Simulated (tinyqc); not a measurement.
# Worked calculation: lossy on-chip transmission line with skin effect

Computed by the program tinyqc: `OMP_NUM_THREADS=1 python tinyqc.py 2810170 2810171 out.jsonl`, one thread of a shared Intel Xeon 2.30GHz, about 0.01 s for the whole run. Printed values are rounded.

A uniform line in a homogeneous dielectric: c = sqrt(er)/(c0 Z0), l = Z0 sqrt(er)/c0 (c0 = 299792458 m/s), g = w c td, w = 2 pi f. The resistance joins its limits as r = sqrt(r_dc^2 + r_hf^2), with r_dc = rho/(wd th), r_hf = kr rho/(2 delta (wd + th)), delta = sqrt(rho/(pi f mu0)), mu0 = 4 pi 1e-7 H/m; this is an interpolation, and internal inductance, up to 0.05 nH/mm at low frequency, is neglected.

Inputs (values chosen for the exercise):
- wd = 3.5 um (width of the strip)
- th = 1.7 um (thickness of the strip)
- rho = 1.8 uohm cm (resistivity)
- er = 4.2 (relative permittivity)
- td = 0 (loss tangent)
- Z0 = 50 ohm (lossless impedance sqrt(l/c))
- kr = 2 (factor for crowding and the return path)
- len = 0.47 mm (length)
- Rg = 10 ohm (source resistance)
- RL = 1000 ohm (load resistance)
- CL = 300 fF (load capacitance)
- f = 13 GHz (frequency)

## Line constants

delta, r_dc, r_hf, r, l, c and g as defined.

delta = 0.592222 um
r_dc = 3.02521 ohm/mm
r_hf = 5.84500 ohm/mm
r = 6.58148 ohm/mm
l = 0.341801 nH/mm
c = 136.721 pF/m
g = 0 S/m

r is 2.18 times r_dc; the skin depth is 0.348 of the thickness.

## Propagation constant and impedance

gamma = sqrt((r + i w l)(g + i w c)) = alpha + i beta, Zc = sqrt((r + i w l)/(g + i w c)), roots with positive real part; loss 8.685889638 alpha in dB; phase velocity w/beta.

gamma len = 0.030723+0.264229i
Zc = 50.3415-5.8534i ohm
loss = 0.567783 dB/mm
phase velocity over c0 = 0.484640
r/(w l) = 0.235736

r is below w l; the low-loss estimate 8.686 (r/(2 Z0) + g Z0/2) gives 0.572 dB/mm.

## Reflection, input impedance and transfer

ZL = 1/(1/RL + i w CL); reflection (ZL - Zc)/(ZL + Zc); Zin = Zc (ZL + Zc tanh(gamma len))/(Zc + ZL tanh(gamma len)); H = V_load/V_source = [Zin/(Zin + Rg)]/[cosh(gamma len) + (Zc/ZL) sinh(gamma len)].

ZL = 1.6626-40.7411i ohm
reflection at the load = -0.185812-0.837348i
Zin = 3.8812-22.4440i ohm
H = 1.13391-0.66095i
|H| = 2.36184 dB
